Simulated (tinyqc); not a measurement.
MP2 on RHF in the sto-3g basis, for H2, spin multiplicity 1, step by step. Computed by tinyqc, a small Python program that keeps every step (integrals from PySCF). Settings: charge = 0, multiplicity = 1, basis = sto-3g, method = RHF, energy threshold = 1e-10, iteration cap = 76, orthogonalisation = symmetric, start = Wolfsberg-Helmholz matrix, DIIS depth = 6. Command: `OMP_NUM_THREADS=1 python tinyqc.py 23404 23405 out.jsonl` (the two numbers bound the seeds that draw the settings). One thread of a shared host (Intel(R) Xeon(R) Processor @ 2.60GHz), about 0.06 s of CPU time with the checks. Later iterations appear only in the table of the cycle.

## One-electron integrals

Geometry (angstrom):
```
atom         x         y         z
H     0.000000  0.000000  0.000000
H     0.000000  0.000000  0.681000
```

Basis sto-3g: exponents (1/bohr^2) and contraction coefficients of normalised primitives:
```
element  l (shell)  exponent  coefficient
H            s (1)  3.425251     0.154329
H            s (1)  0.623914     0.535328
H            s (1)  0.168855     0.444635
```

Overlap, kinetic and nuclear-attraction integrals over the contracted functions; the nuclear repulsion is the sum of Za Zb / Rab.

nuclear repulsion = 0.77705905 hartree

overlap S:
```
          1H 1s     2H 1s
1H 1s  1.000000  0.698553
2H 1s  0.698553  1.000000
```

kinetic energy T (hartree):
```
          1H 1s     2H 1s
1H 1s  0.760032  0.273701
2H 1s  0.273701  0.760032
```

nuclear attraction V (hartree):
```
           1H 1s      2H 1s
1H 1s  -1.920868  -1.303584
2H 1s  -1.303584  -1.920868
```

core Hamiltonian H = T + V (hartree):
```
           1H 1s      2H 1s
1H 1s  -1.160837  -1.029882
2H 1s  -1.029882  -1.160837
```

## Two-electron integrals

Functions are numbered as in S; the eight-fold symmetry (ij|kl) = (ji|kl) = (kl|ij) leaves the list below.

Two-electron integrals (ij|kl) in chemists' order, unique and non-zero (hartree):
```
(11|11) 0.774606   (21|11) 0.478699   (21|21) 0.338319   (22|11) 0.592355
(22|21) 0.478699   (22|22) 0.774606
```

## Orthogonalisation

S = U s U^T; symmetric (Loewdin) form X = U s^(-1/2) U^T, so that X^T S X = 1.

eigenvalues of S: 0.301447  1.698553

X:
```
           1H 1s      2H 1s
1H 1s   1.294323  -0.527031
2H 1s  -0.527031   1.294323
```

## Starting guess

The start is the generalised Wolfsberg-Helmholz matrix (K = 1.75) built on H; D = 2 C_occ C_occ^T.

D at the start:
```
          1H 1s     2H 1s
1H 1s  0.588737  0.588737
2H 1s  0.588737  0.588737
```

## Iteration 1: building the Fock matrix

J_ij = sum D_kl (ij|kl), K_ij = sum D_kl (ik|jl); F = H + J - 0.5 K; E = tr D H + tr D J / 2 - 0.25 tr D K + E_nn.

Coulomb J (hartree):
```
          1H 1s     2H 1s
1H 1s  1.368436  0.962017
2H 1s  0.962017  1.368436
```

exchange K (hartree):
```
          1H 1s     2H 1s
1H 1s  1.218875  1.111577
2H 1s  1.111577  1.218875
```

Fock matrix F (hartree):
```
           1H 1s      2H 1s
1H 1s  -0.401838  -0.623654
2H 1s  -0.623654  -0.401838
```

total energy of this density = -1.11644227 hartree

## Iteration 1: diagonalisation and new density

Diagonalise F' = X^T F X, C = X C', fill 1 alpha and 1 beta electrons from the bottom; D = 2 C_occ C_occ^T. Each column has its largest component positive (the first on a tie).

F' = X^T F X (hartree):
```
           1          2
1   0.066046  -0.669791
2  -0.669791   0.066046
```

orbital energies (hartree): MO1 -0.603745, MO2 0.735837

coefficients C:
```
            MO1        MO2
1H 1s  0.542557   1.287892
2H 1s  0.542557  -1.287892
```

D after iteration 1:
```
          1H 1s     2H 1s
1H 1s  0.588737  0.588737
2H 1s  0.588737  0.588737
```

## Iteration 2 (converged): orbitals

converged F (hartree):
```
           1H 1s      2H 1s
1H 1s  -0.401838  -0.623654
2H 1s  -0.623654  -0.401838
```

As before.

F' = X^T F X (hartree):
```
           1          2
1   0.066046  -0.669791
2  -0.669791   0.066046
```

orbital energies (hartree): MO1 -0.603745, MO2 0.735837

coefficients C:
```
            MO1        MO2
1H 1s  0.542557   1.287892
2H 1s  0.542557  -1.287892
```

D after iteration 2:
```
          1H 1s     2H 1s
1H 1s  0.588737  0.588737
2H 1s  0.588737  0.588737
```

## Convergence

Stop when the energy changes by less than 1e-10 hartree and every element of the error matrix X^T (F D S - S D F) X is below 3e-06.

Course of the cycle:
```
iteration  E (hartree)    change  largest element of the error matrix
1          -1.11644227         -                             3.10e-16
2          -1.11644227  0.000000                             3.10e-16
```

PySCF RHF in the same basis = -1.11644227 hartree

Converged in 2 iterations.

## Populations, bond orders and dipole

Mulliken: Z minus the diagonal of D S on the atom; Loewdin: the same with S^(1/2) D S^(1/2); Mayer order: 2 sum_s sum (D(s) S)_ij (D(s) S)_ji over the two atoms.

Charges (e):
```
atom  Mulliken  Loewdin
1H           0        0
2H           0        0
```

Mayer bond orders:
```
pair     order
2-1   1.000000
```

dipole moment about the origin, x y z (debye): 0.000000  0.000000  0.000000

## Integrals over molecular orbitals

(pq|rs) = sum C_ip C_jq C_kr C_ls (ij|kl), one index at a time.

one-electron integrals over orbitals h = C^T H C (hartree):
```
           1          2
1  -1.289756   0.000000
2   0.000000  -0.434418
```

Two-electron integrals over orbitals (pq|rs), unique and non-zero (hartree):
```
(11|11) 0.686011   (21|21) 0.177971   (22|11) 0.674113   (22|22) 0.708708
```

## Second-order Moller-Plesset energy

Hartree-Fock energy = -1.11644227 hartree

E2 = sum_ijab (ia|jb) [2 (ia|jb) - (ib|ja)] / (e_i + e_j - e_a - e_b) over occupied i, j and virtual a, b; the opposite-spin part is (ia|jb)^2 / denominator, the rest is same-spin, and SCS-MP2 scales them by 6/5 and 1/3.

Terms:
```
i  j  a  b   (ia|jb)   (ib|ja)  denominator       term
1  1  2  2  0.177971  0.177971    -2.679165  -0.011822
```

Pair energies (hartree; pair i-j sums ij and ji):
```
pair  opposite spin  same spin
1-1       -0.011822   0.000000
```

MP2 correlation energy = -0.01182217 hartree

SCS-MP2 correlation energy = -0.01418661 hartree

MP2 total energy = -1.12826444 hartree
